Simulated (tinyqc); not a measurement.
# Saturation velocity and mobility from two gate lengths

Problem. Isat = Cox vsat Vg (x - 1)/(x + 1) per width, x = sqrt(1 + 2 mu Vg/(m vsat L)), with no series resistance and the same overdrive Vg and mu at both lengths. Find vsat and mu.

Inputs (values chosen for the exercise):
- Cox = 1.4 uF/cm^2 (gate capacitance)
- m = 1.28 (body factor)

Vg = 2.15 V
Isat at L = 0.13 and 0.65 um (uA/um): [697.18554, 237.89177]

Answer. The ratio of the currents depends on c = 2 mu Vg/(m vsat) alone and falls steadily from L2/L1 to 1 as c grows, so it fixes c; either current then gives vsat.

vsat = 7.300e6 cm/s
mu = 76.92 cm^2/(V s)

Computed by the program tinyqc: `OMP_NUM_THREADS=1 python tinyqc.py 2500111 2500112 out.jsonl`, one thread of a shared Intel Xeon 2.30GHz, about 0.01 s for the whole run.
